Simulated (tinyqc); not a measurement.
# Koster-Slater impurity in a tight-binding band, by Green functions and by supercells, step by step

A worked calculation. Computed by tinyqc, a small Python program that keeps every step. Command: `OMP_NUM_THREADS=1 python tinyqc.py 3013667 3013668 out.jsonl kosterslater walk`. One thread of a shared host (Intel(R) Xeon(R) Processor @ 2.30GHz), about 0.02 s of CPU time with the checks. Intermediate numbers are printed to about 5 digits and carried at full precision; extremes and crossings named in words are read from the listed rows.

One orbital per site, e(k) = -2 t sum cos(k_i) over 2 direction(s), band from -4 t to 4 t, lattice constant 1. One site has the extra energy U. Spin is left out.

Inputs (values chosen for the exercise, for a model band):

| quantity | value | unit |
|---|---|---|
| hopping t | 1.7 | eV |
| impurity potential U | -7.17 | eV |
| supercell edge N | 3 | sites |
| energy inside the band E | 3.09 | eV |
| broadening eta | 0.14 | eV |
| impurity concentration c | 0.009 | per site |

Lattice: square.

Constants: hbar = 6.582119569e-16 eV s.

## The host Green function outside the band

Outside the band G0(E) = (2/(pi E)) K(m), m = 16 t^2/E^2, K the complete elliptic integral with parameter m. A bound state solves 1/U = G0(E). Energies: 0.05, 0.2, 0.5, 1, 2, 4 and 8 t beyond the band edge on the side of U, rounded to four digits.

Scan on the side of U:

| E (eV) | G0 (1/eV) | 1/U - G0 (1/eV) |
|---|---|---|
| -6.885 | -0.30088 | 0.16141 |
| -7.140 | -0.23293 | 0.09346 |
| -7.650 | -0.18602 | 0.04655 |
| -8.500 | -0.14944 | 0.00997 |
| -10.200 | -0.11295 | -0.02652 |
| -13.600 | -0.07891 | -0.06056 |
| -20.400 | -0.05047 | -0.08900 |

G0 diverges at the band edge, so any U binds a state, exponentially weakly when U is small.

## The bound state

Bisection in ln(distance from the edge) between 1e-5 t and |U| + t. Weight on the impurity site: -1/(U^2 dG0/dE), by a central difference with step min(1e-4 t, distance/30). Decay length along an axis: 1/arccosh(1 + distance/(2 t)).

level E_b = -8.8513 eV

distance from the band edge = 2.0513 eV

weight on the impurity site = 0.75244

decay length = 0.95273 sites

The state is compact: most of it sits on the impurity.

## Green function inside the band

Inside the band G0(z), z = E + i eta, comes from the chain form 1/(sqrt(y - 2t) sqrt(y + 2t)) (principal roots) at y = z + 2 t cos k, averaged over k in (0, pi) with 200 Gauss-Legendre points.

G0(E + i eta) = 0.15181-0.20898i 1/eV

## Scattering

T = U/(1 - U G0); phase shift delta = -arg(1 - U G0) in (-pi, pi]; host density of states -Im G0/pi; on the impurity -Im[G0/(1 - U G0)]/pi; lifetime of a band state hbar/(-2 c Im T).

T matrix = -2.2665-1.6261i eV

phase shift delta = 0.62234 rad

host density of states = 0.066519 1/eV

density of states on the impurity = 0.010068 1/eV

scattering lifetime = 22.488 fs

The Born approximation would take Im T = U^2 Im G0 = -10.7 eV, 6.61 times the full value.

## The supercell Hamiltonian at Gamma

H_ij = -t for each bond from i to j, images included (two bonds add when N = 2); H_11 = U; sites are numbered with the last coordinate running fastest. Diagonalise.

H (eV), lower triangle (symmetric):
```
       1      2      3      4      5      6      7      8
1  -7.17
2  -1.70   0.00
3  -1.70  -1.70   0.00
4  -1.70   0.00   0.00   0.00
5   0.00  -1.70   0.00  -1.70   0.00
6   0.00   0.00  -1.70  -1.70  -1.70   0.00
7  -1.70   0.00   0.00  -1.70   0.00   0.00   0.00
8   0.00  -1.70   0.00   0.00  -1.70   0.00  -1.70   0.00
9   0.00   0.00  -1.70   0.00   0.00  -1.70  -1.70  -1.70

      9
9  0.00
```

levels (eV): -9.2460  -4.8316  -1.7000  -1.7000  -1.7000  1.8075  3.4000  3.4000  3.4000

## The level in the supercell

In a periodic cell of N sites along each direction with Bloch vector K, the level solves 1/U = N^-d sum_k 1/(E - e(k)), k_i = (2 pi m_i + K_i)/N, m_i = 0..N-1; the outermost root on the side of U is taken (bisection). d is the number of directions. Gamma means K_i = 0, the zone corner K_i = pi, the quarter point K_i = pi/2. The error is measured against the isolated level E_b.

level at Gamma = -9.2460 eV

level at the corner = -8.4326 eV

level at the quarter point = -8.8393 eV

error at Gamma = -0.39468 eV

width between Gamma and the corner = 0.81335 eV

Images turn the level into a band 0.813 eV wide; the quarter point misses the isolated level by 0.012 eV, far less than Gamma, because the leading hopping between images averages out there.

## Convergence with cell size

Even N; errors against the isolated level E_b, set to 0 below 1e-6 t.

Error of the level (eV):

| N | sites | Gamma | corner | quarter point |
|---|---|---|---|---|
| 2 | 4 | -1.2692e+00 | 1.6813e+00 | 1.2052e-01 |
| 4 | 16 | -1.2572e-01 | 1.2052e-01 | 1.2793e-03 |
| 6 | 36 | -1.2662e-02 | 1.1925e-02 | 1.5843e-05 |
| 8 | 64 | -1.3197e-03 | 1.2793e-03 | 0 |
| 12 | 144 | -1.5929e-05 | 1.5843e-05 | 0 |
| 16 | 256 | 0 | 0 | 0 |

The error at Gamma falls exponentially, between the last two resolved rows by exp(-1.104) per site against 1/(decay length) = 1.050; the rest is the power-law prefactor of the Green function. Gamma and the corner err in opposite directions. Among the sizes listed an error below 1 meV is first reached at N = 12 at Gamma; at the quarter point N = 6 is enough.

## Phase shift across the band

delta/pi = -arg(1 - U G0)/pi counts the states added below E (Friedel); host DOS = -Im G0/pi, DOS on the impurity = -Im[G0/(1 - U G0)]/pi; 13 evenly spaced energies from -(band edge + |U| + 2t) to +(band edge + |U| + 2t).

Across the spectrum:

| E (eV) | Re G0 (1/eV) | host DOS (1/eV) | DOS on the impurity (1/eV) | delta/pi |
|---|---|---|---|---|
| -17.370 | -0.05998 | 0.00017 | 0.00052 | 0.00211 |
| -14.475 | -0.07345 | 0.00026 | 0.00115 | 0.00389 |
| -11.580 | -0.09569 | 0.00046 | 0.00466 | 0.01050 |
| -8.685 | -0.14381 | 0.00125 | 0.71026 | 0.76546 |
| -5.790 | -0.19564 | 0.04896 | 0.03552 | 0.61145 |
| -2.895 | -0.15034 | 0.06831 | 0.02878 | 0.51610 |
| 0.000 | 0.00000 | 0.15701 | 0.01162 | 0.41229 |
| 2.895 | 0.15034 | 0.06831 | 0.01022 | 0.20289 |
| 5.790 | 0.19564 | 0.04896 | 0.00700 | 0.13697 |
| 8.685 | 0.14381 | 0.00125 | 0.00030 | 0.00442 |
| 11.580 | 0.09569 | 0.00046 | 0.00016 | 0.00196 |
| 14.475 | 0.07345 | 0.00026 | 0.00011 | 0.00121 |
| 17.370 | 0.05998 | 0.00017 | 0.00008 | 0.00084 |

delta/pi starts and ends near zero (+0.002 and +0.001): the impurity moves states but creates none. delta/pi rises at the bound state below the band (-8.851 eV), reaches 0.77 among these rows (1 in the limit of small eta, just above the level) and is paid back by the top of the band.

Checks made by the program: G0 at the level by a direct sum over directions (relative difference below 1e-10); diagonalisation against the k sum (relative difference below 1e-10).
